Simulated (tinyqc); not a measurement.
The scattering mechanism: Boltzmann transport in a parabolic band with a power-law relaxation time.

F_j(eta) = (1/Gamma(j + 1)) integral_0^infinity x^j dx/(1 + exp(x - eta)), which tends to exp(eta) for eta << 0.

tau = tau0 x^r with x = E/kT. With K_j = Gamma(j + 1) F_j(eta): <tau> = tau0 (r + 3/2) K_(r+1/2)/((3/2) K_(1/2)); mu = <tau>/(mc m0/e), m0/e = 5.685630e-12 kg/C; Hall factor rH = (3/2) K_(1/2) (2r + 3/2) K_(2r+1/2)/((r + 3/2) K_(r+1/2))^2; Seebeck S = -(kB/e) [(r + 5/2) K_(r+3/2)/((r + 3/2) K_(r+1/2)) - eta]; Lorenz number L = (kB/e)^2 [(r + 7/2) K_(r+5/2)/((r + 3/2) K_(r+1/2)) - ((r + 5/2) K_(r+3/2)/((r + 3/2) K_(r+1/2)))^2]; kB/e in V/K. Valley anisotropy is left out of rH.

Constants: kB = 8.617333262e-05 eV/K.
eta = 4.29582

Same eta for each exponent.

Results:
```
r                                     mechanism  <tau>/tau0     rH  S (microvolt/K)  L (1e-8 W ohm/K^2)
-0.5                           acoustic phonons       0.452  1.035            -64.1               2.122
0.0                  a constant relaxation time       1.000  1.000            -88.9               2.193
0.5   polar optical or piezoelectric scattering       2.278  1.027           -112.9               2.302
1.5                          ionised impurities      12.772  1.238           -160.6               2.621
```

From r = -1/2 to 3/2 |S| grows by 96.5 microvolt/K, against 2 kB/e = 172.3 in the non-degenerate limit: scattering that favours fast electrons raises the mean energy carried. rH is 1 only for constant tau and reaches 1.238 for r = 3/2; L spans 2.122 to 2.621 against the metallic 2.443.

Program tinyqc; command `OMP_NUM_THREADS=1 python tinyqc.py 1650182 1650183 out.jsonl`; about 0.02 s on one thread of a shared Intel(R) Xeon(R) Processor @ 2.30GHz.
